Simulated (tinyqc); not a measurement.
Raising the sheet density: inversion layer as a triangular well, valleys of the Si type.

Six ellipsoidal valleys with their long axes along the cube axes, mass ml along the axis and mt across it. For a valley whose axis makes the angle theta with the surface normal, 1/m_z = cos^2(theta)/ml + sin^2(theta)/mt sets the confinement; in the plane the masses are m_1 = mt and m_2 = ml mt/m_z, and m_d = sqrt(m_1 m_2).

The field is taken as constant, e F = 4 pi (e^2/4 pi eps0)(Nd + eta Ns)/eps, with 1e12/cm^2 = 1e-4/angstrom^2, and the oxide as a hard wall at z = 0; c = hbar^2/2m0.

Level j of a valley lies at E_j = a_j (c (e F)^2/m_z)^(1/3) above the band edge at the surface, with the Airy zeros a_j = 2.338107, 4.087949, 5.520560, 6.786708, 7.944134, 9.022651, 10.040174, 11.008524, 11.936016, 12.828777, and has <z> = 2 E_j/(3 e F).

Subband i holds n_i = g m_d/(2 pi c) kB T ln(1 + exp((EF - E_i)/kB T)) (spin included), and EF is fixed by sum n_i = Ns over the levels listed or, where none are listed, over j = 0 to 9 of each group; 1e12/cm^2 = 1e-4/angstrom^2.

Constants: hbar^2/2m0 = 3.80998211 eV angstrom^2; e^2/(4 pi eps0) = 14.39964547 eV angstrom; kB = 8.617333262e-05 eV/K.

Values chosen for the exercise (near those of Si; the results hold for these values, not for the real material):

| symbol | value | unit | meaning |
|---|---|---|---|
| ml | 0.926 | m0 | longitudinal mass |
| mt | 0.192 | m0 | transverse mass |
| eps | 11.9 |  | dielectric constant |
| Nd | 0.19 | x 1e12/cm^2 | depletion charge |
| eta | 0.5 |  | share of Ns in the effective field |
| face | 111 |  | surface |
| T | 300 | K | temperature |
| Nss | (0.8, 1.5, 2.5, 4, 6, 9, 13) | x 1e12/cm^2 | sheet densities |

Valleys (masses in m0):

| valleys g | cos^2(theta) | m_z | m_1 | m_2 | m_d |
|---|---|---|---|---|---|
| 6 | 0.33333 | 0.26095 | 0.19200 | 0.68133 | 0.36168 |

The field, the ladders and EF anew for each Ns.

Results:

| Ns (1e12/cm^2) | F (MV/cm) | lowest E (eV) | next - lowest (meV) | EF - lowest (meV) | share of lowest (%) | <z> (angstrom) |
|---|---|---|---|---|---|---|
| 0.8 | 0.090 | 0.0532 | 39.8 | -94.0 | 76.3 | 49.1 |
| 1.5 | 0.143 | 0.0725 | 54.3 | -74.1 | 86.6 | 37.9 |
| 2.5 | 0.219 | 0.0964 | 72.1 | -58.4 | 93.3 | 31.0 |
| 4.0 | 0.333 | 0.1274 | 95.4 | -44.3 | 97.2 | 26.1 |
| 6.0 | 0.485 | 0.1638 | 122.6 | -32.1 | 99.0 | 22.7 |
| 9.0 | 0.713 | 0.2117 | 158.5 | -19.7 | 99.7 | 19.8 |
| 13.0 | 1.017 | 0.2683 | 200.8 | -7.8 | 99.9 | 17.6 |

Levels scale as F^(2/3): the field grows by 11.34 and the lowest level by 5.05. The layer thins from 49.1 to 17.6 angstrom. EF stays below the lowest edge throughout. The share of the lowest subband rises throughout: the spacing grows faster than the band fills.

Run: tinyqc, `OMP_NUM_THREADS=1 python tinyqc.py 1250834 1250835 out.jsonl`; Intel(R) Xeon(R) Processor @ 2.30GHz, one thread, shared host; about 0.01 s of CPU time with all checks.
